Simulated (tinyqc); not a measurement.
Rapid thermal processing of a wafer: radiative balance, ramp and cooling, pattern effects, pyrometer error and spike budget: one step, computed by the program tinyqc.

The wafer is opaque and uniform through its thickness unless said otherwise; temperatures in formulas are in kelvin (C + 273.15). sigma = 5.670374419e-12 W/(cm^2 K^4).

Task: Pattern effect. At steady state a sinusoidal change of absorbed power of relative amplitude a and period p gives the temperature amplitude a q/(dq/dT + k d (2 pi/p)^2); healing length l = sqrt(k d/(dq/dT)); process change = E_a dT/(k_B T^2). Emissivity is taken as unchanged.

Inputs (values chosen for the exercise, modelled on a hot silicon wafer): wafer thickness d = 725 micrometre; thermal conductivity k = 0.23 W/(cm K); wall temperature T_w = 700 K; process temperature = 1010 C; relative change of absorptivity over a pattern = 3.1 %; period of the pattern = 1.6 mm; activation energy of the process E_a = 4 eV.

dq/dT = 50.41579 mW/(cm^2 K)

holding power q = 16.28145 W/cm^2

Constants: k_B = 8.617333262e-05 eV/K.

Give: healing length l; amplitude without lateral conduction; amplitude; change of the process rate.

Result:

healing length l = 5.7511 mm

amplitude without lateral conduction = 10.011 K

amplitude = 0.019589 K

change of the process rate = 0.055227 %

Lateral conduction cuts the amplitude to 0.20 %, since p/(2 pi l) = 0.044.
